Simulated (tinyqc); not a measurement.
FinFET, parasitic resistance, capacitance and delay: two steps of the calculation.

Nf fins under one contact; each has gated perimeter p = 2 Hf + Wf and cross-section A = Hf Wf; contact width Wc = Nf pf, stack height Hs = Hf. Contact length Lc = CPP - Lg - 2 Lsp, shared by two neighbouring gates. Source and drain sides are equal. The formulas are first-order estimates, not field solutions.

Values chosen for this exercise; values close to those of silicon logic devices:
```
symbol,value,unit,meaning
T,300,K,temperature
Hf,55,nm,fin height
Wf,6,nm,fin width
Lg,14,nm,gate length
Cinv,2.3,uF/cm^2,inversion capacitance
vx,8e6,cm/s,injection velocity
mu,140,cm^2/(V s),apparent mobility
VT,0.21,V,threshold at zero drain voltage
dl,0.026,V/V,barrier lowering
n,1.29,,subthreshold factor
Vdd,0.6,V,supply voltage
```

Constants: q = 1.602176634e-19 C, kB = 1.380649e-23 J/K, Vt = kB T/q. Results are converted to the units shown.

Question 1. Fin currents at Vgs = Vdd, Vds = Vdd/2. One fin: I = p Q vx u/(1 + |u|^1.8)^(1/1.8), Q = Cinv n Vt ln(1 + exp((Vg' - VT + dl Vd')/(n Vt))), u = Vd' mu/(vx Lg), Vg' = Vgs - v, Vd' = Vds - 2 v, with the drop on each side v = Rc (sum of I) + Rx I. I(new) = I(out).

I after iteration 1 (uA): fin 1 80.829008, fin 2 80.829008, fin 3 80.829008
Rc = 387.54329 ohm
Rx = 150.30303 ohm

Wanted: drop v; I(out); I after iteration 2.

Answer 1.

drop v (mV): fin 1 106.1, fin 2 106.1, fin 3 106.1
I(out) (uA): fin 1 43.44, fin 2 43.44, fin 3 43.44
I after iteration 2 (uA): fin 1 43.44, fin 2 43.44, fin 3 43.44

Question 2. Effective current, delay and energy. Ieff = (IH + IL)/2, delay CL Vdd/(2 Ieff), energy CL Vdd^2, with CL the load of an inverter that drives an equal one.

IH = I(Vdd, Vdd/2) = 173.66802 uA
IL = I(Vdd/2, Vdd), solved likewise = 52.912747 uA
CL = 1155.5845 aF

Wanted: Ieff; delay; energy.

Answer 2.

Ieff = 113.29 uA
delay = 3.0601 ps
energy = 416.01 aJ

Computed by the program tinyqc: `OMP_NUM_THREADS=1 python tinyqc.py 2170083 2170084 out.jsonl`, one thread of a shared Intel Xeon 2.30GHz, about 0.04 s for the whole run.
